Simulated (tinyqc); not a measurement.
Inputs raised by 10 %, one at a time: the 3-omega method: a line heater on a substrate with a thin film. Computed by tinyqc, a small Python program. Command: `OMP_NUM_THREADS=1 python tinyqc.py 3013415 3013416 out.jsonl threeomega sens`. One thread of a shared host (Intel(R) Xeon(R) Processor @ 2.30GHz), about 0.02 s of CPU time with the checks.

A current at angular frequency omega = 2 pi f heats the line at 2 omega with the amplitude P per length; the temperature swing Delta T at 2 omega gives a voltage at 3 omega. The substrate is taken as semi-infinite and isotropic, and the heat capacity of heater and film is left out.

Inputs (values chosen for the exercise, modelled on silicon nitride on gallium oxide):
```
quantity                                    value           unit
substrate conductivity kappa                 21.6        W/(m K)
substrate heat capacity C                    3.31  1e6 J/(m^3 K)
heater half-width b                           2.8     micrometre
power amplitude per length P                   19            W/m
current frequency f                          2300             Hz
film thickness t                              160             nm
film conductivity kappa_f                     2.5        W/(m K)
interface resistance R_i                      6.1       m^2 K/GW
substrate thickness d_s                       500     micrometre
temperature coefficient of resistance beta    3.8         1e-3/K
voltage amplitude V_1                         2.2              V
```

Method:
- D = kappa/C; q = sqrt(2 i omega/D); penetration depth 1/|q| = sqrt(D/(2 omega)).
- Delta T_s = (P/(pi kappa)) int_0^infinity (sin x/x)^2 / sqrt(x^2 + (q b)^2) dx with (q b)^2 = i |q b|^2, averaged over the heater width (12 Gauss-Legendre points on each of the pieces 0, 14 log-spaced edges from 1e-5 to 1, and multiples of pi to 40 pi; the tail adds 1/(4 (40 pi)^2)).
- For |q| b much below 1: Delta T_s = (P/(pi kappa)) [-ln(|q| b) + eta - i pi/4], eta = 3/2 - C_E = 0.92278, with Euler's C_E = 0.5772157.
- One-dimensional flow across the film: Delta T_f = P (t/kappa_f + R_i)/(2 b); total in-phase swing Delta T = Delta T_s + Delta T_f; third-harmonic amplitude V_3 = V_1 beta |Delta T|/2 with the out-of-phase part included; the apparent film conductivity is t/(t/kappa_f + R_i).

Runs:
```
input moved                                from     to  in-phase Delta T_s (K)  V_3 (mV)  penetration depth (micrometre)  film share of the in-phase swing
base run                                      -      -                  0.7301     4.145                           15.03                            0.2457
substrate conductivity kappa (W/(m K))     21.6  23.76                  0.6757     3.906                           15.76                            0.2603
substrate heat capacity C (1e6 J/(m^3 K))  3.31  3.641                  0.7168     4.091                           14.33                            0.2491
heater half-width b (micrometre)            2.8   3.08                  0.7036     3.948                           15.03                            0.2351
power amplitude per length P (W/m)           19   20.9                  0.8031     4.559                           15.03                            0.2457
current frequency f (Hz)                   2300   2530                  0.7168     4.091                           14.33                            0.2491
film thickness t (nm)                       160    176                  0.7301     4.234                           15.03                            0.2623
interface resistance R_i (m^2 K/GW)         6.1   6.71                  0.7301     4.153                           15.03                            0.2473
```

Exponents ln(y'/y) / ln(x'/x):
```
input                         in-phase Delta T_s     V_3  penetration depth  film share of the in-phase swing
substrate conductivity kappa              -0.812  -0.624                0.5                             0.606
substrate heat capacity C                 -0.192  -0.138               -0.5                             0.144
heater half-width b                       -0.387  -0.510                0.0                            -0.466
power amplitude per length P               1.000   1.000                0.0                             0.000
current frequency f                       -0.192  -0.138               -0.5                             0.144
film thickness t                           0.000   0.222                0.0                             0.684
interface resistance R_i                   0.000   0.021                0.0                             0.068
```

Which inputs matter most for each result?

Among the inputs moved here: in-phase Delta T_s answers most in size to power amplitude per length P (exponent +1.000), next to substrate conductivity kappa (-0.812); its exponent is below 0.0005 for film thickness t, interface resistance R_i. V_3 answers most in size to power amplitude per length P (exponent +1.000), next to substrate conductivity kappa (-0.624). Its exponent +1.000 in power amplitude per length P: at fixed V_1 the swing is linear in P. penetration depth answers most in size to substrate conductivity kappa (exponent +0.500), and about equally to substrate heat capacity C (-0.500), current frequency f (-0.500); its exponent is below 0.0005 for heater half-width b, power amplitude per length P, film thickness t, interface resistance R_i. Its exponent -0.500 in current frequency f: a diffusion length. Film share of the in-phase swing answers most in size to film thickness t (exponent +0.684), next to substrate conductivity kappa (+0.606); its exponent is below 0.0005 for power amplitude per length P.
